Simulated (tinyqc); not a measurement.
Raising the sheet density: inversion layer as a triangular well, valleys of the Si type.

Six ellipsoidal valleys with their long axes along the cube axes, mass ml along the axis and mt across it. For a valley whose axis makes the angle theta with the surface normal, 1/m_z = cos^2(theta)/ml + sin^2(theta)/mt sets the confinement; in the plane the masses are m_1 = mt and m_2 = ml mt/m_z, and m_d = sqrt(m_1 m_2).

The field is taken as constant, e F = 4 pi (e^2/4 pi eps0)(Nd + eta Ns)/eps, with 1e12/cm^2 = 1e-4/angstrom^2, and the oxide as a hard wall at z = 0; c = hbar^2/2m0.

Level j of a valley lies at E_j = a_j (c (e F)^2/m_z)^(1/3) above the band edge at the surface, with the Airy zeros a_j = 2.338107, 4.087949, 5.520560, 6.786708, 7.944134, 9.022651, 10.040174, 11.008524, 11.936016, 12.828777, and has <z> = 2 E_j/(3 e F).

Subband i holds n_i = g m_d/(2 pi c) kB T ln(1 + exp((EF - E_i)/kB T)) (spin included), and EF is fixed by sum n_i = Ns over the levels listed or, where none are listed, over j = 0 to 9 of each group; 1e12/cm^2 = 1e-4/angstrom^2.

Constants: hbar^2/2m0 = 3.80998211 eV angstrom^2; e^2/(4 pi eps0) = 14.39964547 eV angstrom; kB = 8.617333262e-05 eV/K.

Values chosen for the exercise (near those of Si; shifted at random, so the results belong to these values and not to a real crystal): ml = 0.933 m0 (longitudinal mass); mt = 0.188 m0 (transverse mass); eps = 11.6 (dielectric constant); Nd = 0.18 x 1e12/cm^2 (depletion charge); eta = 0.75 (share of Ns in the effective field); face = 100 (surface); T = 400 K (temperature); Nss = (0.5, 1, 2, 4, 7, 10, 14) x 1e12/cm^2 (sheet densities).

Valleys (masses in m0):
```
valleys g  cos^2(theta)      m_z      m_1      m_2      m_d
2               1.00000  0.93300  0.18800  0.18800  0.18800
4               0.00000  0.18800  0.18800  0.93300  0.41881
```

The field, the ladders and EF anew for each Ns.

Results:
```
Ns (1e12/cm^2)  F (MV/cm)  lowest E (eV)  next - lowest (meV)  EF - lowest (meV)  share of lowest (%)  <z> (angstrom)
0.5                 0.087         0.0339                 24.0             -140.0                 18.5            55.4
1.0                 0.145         0.0479                 33.8             -102.9                 26.7            39.3
2.0                 0.262         0.0710                 50.1              -63.6                 39.7            27.4
4.0                 0.496         0.1087                 76.7              -21.7                 57.8            19.3
7.0                 0.847         0.1553                109.6               15.9                 73.5            14.6
10.0                1.198         0.1957                138.1               43.7                 82.1            12.3
14.0                1.666         0.2438                172.0               75.0                 88.3            10.6
```

Levels scale as F^(2/3): the field grows by 19.24 and the lowest level by 7.18. The layer thins from 55.4 to 10.6 angstrom. EF passes the lowest edge between 4 and 7 e12/cm^2. The share of the lowest subband rises throughout: the spacing grows faster than the band fills.

Computed by tinyqc, a small Python program: `OMP_NUM_THREADS=1 python tinyqc.py 1282385 1282386 out.jsonl` (the numbers bound the seed that draws the inputs); one thread of a shared host (Intel(R) Xeon(R) Processor @ 2.30GHz), about 0.05 s for the whole set of steps.
